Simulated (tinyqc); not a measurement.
## Thin-film resistivity, exact integral against the thick limit

Fuchs-Sondheimer for a film of thickness d, k = d/lam: rho0/rho = 1 - (3 (1 - ps)/(2 k)) int_1^infinity (t^-3 - t^-5)(1 - exp(-k t))/(1 - ps exp(-k t)) dt; thick limit rho/rho0 = 1 + 3 (1 - ps)/(8 k).

Inputs (values chosen for the exercise); metal values close to those of copper:
- rho0 = 1.66 uohm cm (bulk resistivity)
- lam = 38.9 nm (bulk mean free path)
- ps = 0.3 (specular share of surface scattering)

Result of one run:
```
d (nm),k,"rho/rho0, exact",thick limit,error of the limit (%),rho (uohm cm)
14,0.3599,1.801,1.729,-3.97,2.989
```

What becomes of these results when the film thickness d is changed from 14 to 200 nm, all else the same?

Result of the changed run:
```
d (nm),k,"rho/rho0, exact",thick limit,error of the limit (%),rho (uohm cm)
200,5.141,1.054,1.051,-0.259,1.749
```

The whole series:
```
d (nm),k,"rho/rho0, exact",thick limit,error of the limit (%),rho (uohm cm)
1.9,0.04884,5.351,6.374,19.1,8.882
3.8,0.09769,3.464,3.687,6.44,5.750
7.3,0.1877,2.422,2.399,-0.939,4.020
14,0.3599,1.801,1.729,-3.97,2.989
28,0.7198,1.418,1.365,-3.73,2.353
53,1.362,1.220,1.193,-2.21,2.024
100,2.571,1.112,1.102,-0.916,1.846
200,5.141,1.054,1.051,-0.259,1.749
390,10.03,1.027,1.026,-0.0685,1.705
```

rho/rho0 falls from 5.35 to 1.03. The error of the thick limit goes from 19 through a minimum of -4.0 (at d = 14 nm among the rows listed) to -0.069 %; it stays within 5 % for k of 0.1877 and above among the rows listed. The change of sign at small k is a crossing of two different laws, not agreement.

Numbers from tinyqc (`OMP_NUM_THREADS=1 python tinyqc.py 2100045 2100046 out.jsonl`; about 0.01 s on one thread of a shared Intel Xeon 2.30GHz).
